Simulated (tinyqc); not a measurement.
# Voltage drop against the resistance of a horizontal segment

A grid of 25 by 25 nodes with segments Rx (rows) and Ry (columns); every node draws I1 and the central node kh I1; pads with resistance Rp sit at the nodes whose row and column are multiples of the pitch, counting from 0. The drops u = Vdd - V follow from G u = i, with G the conductance matrix and i the load currents, solved directly. Here the pitch is 6.

Inputs (values chosen for the exercise):
- Vdd = 0.9 V (supply voltage)
- Ry = 0.82 ohm (resistance of a vertical segment)
- Rp = 0.14 ohm (resistance from a pad node to the supply)
- kh = 1 (factor on the load at the hot node)
- I1 = 1.5 mA (load current of a node in the large grid)

Voltage drop against the resistance of a horizontal segment:
columns A: Rx (ohm); B: pads; C: worst drop (mV); D: mean drop (mV); E: largest drop at a pad (mV); F: largest pad current (mA); G: worst drop over Vdd (%)
```
A       B      C      D      E      F      G
0.068  25  13.37  10.42  6.896  49.25  1.485
0.13   25  14.60  11.45  6.984  49.89  1.622
0.27   25  16.85  13.37  7.068  50.49  1.873
0.54   25  20.33  16.24  7.140  51.00  2.259
1.1    25  26.21  20.74  7.214  51.53  2.912
2.2    25  35.86  27.56  7.286  52.04  3.984
4.3    25  52.09  38.30  7.354  52.53  5.787
```

What does the comparison show?

The worst drop rises from 13.4 to 52.1 mV and the mean drop rises from 10.4 to 38.3 mV. The worst drop goes as Rx^(0.14) between the first two rows and Rx^(0.56) between the last two. The central node is itself a pad.

Program tinyqc, `OMP_NUM_THREADS=1 python tinyqc.py 2770103 2770104 out.jsonl`; Intel Xeon 2.30GHz, shared host, one thread, about 0.3 s.
